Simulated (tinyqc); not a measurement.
A particle near a wafer in liquid: double-layer and van der Waals forces (DLVO), deposition barrier and removal: one step, computed by the program tinyqc.

Sphere and flat wall, Derjaguin approximation, constant potentials in the linear-superposition form, no retardation and no hydration force.

Problem. Removing an attached particle. Adhesion F_a = A R/(6 h0^2) [1 + a^2/(R h0)] - kappa Z R exp(-kappa h0), a the contact radius. Drag in a shear flow F_d = 1.7 x 6 pi mu R^2 G, acting at 1.4 R; rolling starts when 1.4 R F_d = a F_a. Wall shear stress = mu G.

Inputs (values chosen for the exercise, of the order of those for ceria on silica in water):

| quantity | value | unit |
|---|---|---|
| particle radius R | 310 | nm |
| Hamaker constant A | 1.7e-20 | J |
| temperature T | 323 | K |
| contact distance h0 | 0.4 | nm |
| contact radius over R | 0.083 | - |
| viscosity | 0.99 | mPa s |

kappa = 0.1639648 1/nm

Z = 13.42259 pN

Give: van der Waals adhesion; net adhesion F_a; wall shear stress for rolling; shear rate G.

Solution.

van der Waals adhesion = 34798 pN

net adhesion F_a = 34159 pN

wall shear stress for rolling = 657.64 Pa

shear rate G = 6.6428e+05 1/s
